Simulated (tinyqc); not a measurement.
Voltage drop against the pad pitch.

A grid of 25 by 25 nodes with segments Rx (rows) and Ry (columns); every node draws I1 and the central node kh I1; pads with resistance Rp sit at the nodes whose row and column are multiples of the pitch, counting from 0. The drops u = Vdd - V follow from G u = i, with G the conductance matrix and i the load currents, solved directly.

Parameters, values chosen for the exercise: supply voltage Vdd = 0.9 V; resistance of a horizontal segment Rx = 0.54 ohm; resistance of a vertical segment Ry = 0.82 ohm; resistance from a pad node to the supply Rp = 0.14 ohm; factor on the load at the hot node kh = 1; load current of a node in the large grid I1 = 1.5 mA.

Result of one run:
```
pitch (nodes),pads,worst drop (mV),mean drop (mV),largest drop at a pad (mV),largest pad current (mA),worst drop over Vdd (%)
3,81,4.408,3.547,1.886,13.47,0.4897
```

What becomes of these results when the pad pitch is changed from 3 to 1 nodes, all else the same?

Result of the changed run:
```
pitch (nodes),pads,worst drop (mV),mean drop (mV),largest drop at a pad (mV),largest pad current (mA),worst drop over Vdd (%)
1,625,0.2100,0.2100,0.2100,1.500,0.02333
```

The whole series:
```
pitch (nodes),pads,worst drop (mV),mean drop (mV),largest drop at a pad (mV),largest pad current (mA),worst drop over Vdd (%)
1,625,0.2100,0.2100,0.2100,1.500,0.02333
2,169,1.860,1.387,0.8399,6.000,0.2066
3,81,4.408,3.547,1.886,13.47,0.4897
4,49,8.621,6.748,3.321,23.72,0.9579
6,25,20.33,16.24,7.140,51.00,2.259
8,16,36.95,29.66,11.58,82.75,4.106
12,9,77.47,67.37,23.70,169.3,8.608
24,4,292.4,256.2,32.81,234.4,32.49
```

The worst drop goes from 0.210 to 292 mV while the number of pads falls from 625 to 4; between the last two rows it goes as pitch^(1.92). The largest drop at a pad is 100 % of the worst drop in the first row and 11.2 % in the last; the rest falls along the wires. For pitch = 24 the drop exceeds 15 % of the supply, where loads no longer draw a fixed current.

Numbers from tinyqc (`OMP_NUM_THREADS=1 python tinyqc.py 2770103 2770104 out.jsonl`; about 0.3 s on one thread of a shared Intel Xeon 2.30GHz).
